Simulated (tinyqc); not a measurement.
Worked calculation: CIS on RHF in the sto-3g basis, for H3-, spin multiplicity 1. The basis has no diffuse functions, so it cannot describe the extra electron: this is an exercise in the method, not the real anion. One step of it, computed by the program tinyqc.

Problem. CIS matrix, singlets. A(ia,jb) = (e_a - e_i) d_ij d_ab + 2 (ia|jb) - (ij|ab).

orbital energies (hartree): MO1 -0.194822, MO2 0.300956, MO3 1.266864

Two-electron integrals over orbitals (pq|rs), unique and non-zero (hartree):
```
(11|11) 0.594629    (21|11) -0.014830   (21|21) 0.151608    (22|11) 0.534488
(22|21) 0.016571    (22|22) 0.588765    (31|11) 0.069684    (31|21) 0.007950
(31|22) -0.040827   (31|31) 0.134000    (32|11) 0.012656    (32|21) -0.123249
(32|22) -0.016003   (32|31) -0.005574   (32|32) 0.122518    (33|11) 0.605583
(33|21) -0.010515   (33|22) 0.536424    (33|31) 0.102859    (33|32) 0.010218
(33|33) 0.665032
```

Give: CIS matrix A, singlet.

Solution.

CIS matrix A, singlet (hartree):
```
         1>3      2>3
1>3   1.1241  -0.0006
2>3  -0.0006   0.6745
```
